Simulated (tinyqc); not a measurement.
Inside a calculation. Model: programming of a floating-gate cell by Fowler-Nordheim tunnelling.

Numbers from tinyqc (`OMP_NUM_THREADS=1 python tinyqc.py 2130088 2130089 out.jsonl`; about 0.01 s on one thread of a shared Intel Xeon 2.30GHz). Printed values are rounded.

Per tunnel area the floating gate has Ctun = 3.9 eps0/tox to the channel (0 V) and Ccg to the control gate, Ct = Ctun/(1 - ag), no other coupling. With the threshold shift U = -Q/Ccg the field is F = ag (Vg - U)/tox, and dU/dt = J/Ccg. Fowler-Nordheim: J = A F^2 exp(-B/F), A = q^2/(16 pi^2 hbar mo phi) (times 1e14 for A/cm^2 with F in V/nm, emitter mass m0), B = (4/3) sqrt(mo/C) phi^1.5, C = hbar^2/(2 m0).

Inputs (values chosen for the exercise); oxide values close to those of silicon dioxide: tunnel barrier phi = 3.14 eV; tunnelling mass mo = 0.48 m0; tunnel oxide thickness tox = 8.5 nm; coupling ratio Ccg/Ct ag = 0.68; tunnel area ar = 460 nm^2; threshold shift at the start Vt0 = -2.8 V; control-gate voltage Vg = 13.8 V; time step dt = 0.53 us; steps n = 11.

Constants: q = 1.602176634e-19 C, hbar = 1.054571817e-34 J s, m0 = 9.1093837015e-31 kg, eps0 = 8.8541878128e-14 F/cm where lengths are in cm, hbar^2/(2 m0) = 0.0380998212 eV nm^2. Results are converted to the units shown.

Range of the model: Programming fields of 10 MV/cm and more wear the oxide; trapping and the channel potential are ignored.

## Constants of the cell

A, B, Ccg = ag Ct, the starting field and current, K = A B ag/(Ccg tox), and the knee time t0 = exp(B/F(0))/K.

A = 1.022714e8 A cm^-2 (V/nm)^-2
B = 26.33252 V/nm
Ccg = 0.8632833 uF/cm^2
F(0) = 1.328 V/nm
J(0) = 0.4412191 A/cm^2
K = 2.495646e14 1/s
t0 = 1.637996 us
electrons for 1 V of shift = 24.78568

## Explicit time steps against the exact solution

U(new) = U + dt J(F(U))/Ccg. Exact: exp(B/F(t)) = exp(B/F(0)) + K t, K = A B ag/(Ccg tox), and U = Vg - tox F/ag.

| step | t (us) | F (V/nm) | J (A/cm^2) | U by steps (V) | U exact (V) |
|---|---|---|---|---|---|
| 0 | 0 | 1.328000 | 0.4412191 | -2.800000 | -2.800000 |
| 1 | 0.53 | 1.306330 | 0.3072626 | -2.529120 | -2.568588 |
| 2 | 1.06 | 1.291238 | 0.2371930 | -2.340481 | -2.392478 |
| 3 | 1.59 | 1.279589 | 0.1934624 | -2.194860 | -2.250861 |
| 4 | 2.12 | 1.270087 | 0.1634031 | -2.076086 | -2.132748 |
| 5 | 2.65 | 1.262061 | 0.1414153 | -1.975767 | -2.031643 |
| 6 | 3.18 | 1.255116 | 0.1246117 | -1.888947 | -1.943398 |
| 7 | 3.71 | 1.248996 | 0.1113435 | -1.812444 | -1.865202 |
| 8 | 4.24 | 1.243527 | 0.1005976 | -1.744086 | -1.795069 |
| 9 | 4.77 | 1.238586 | 0.09171575 | -1.682326 | -1.731541 |
| 10 | 5.3 | 1.234081 | 0.08425130 | -1.626018 | -1.673520 |
| 11 | 5.83 | 1.229943 | 0.07789007 | -1.574294 | -1.620158 |

The steps run ahead by 39.5 mV after the first and 45.9 mV after the last, as each uses the larger current of its start; the step is 0.32 of the knee time t0.
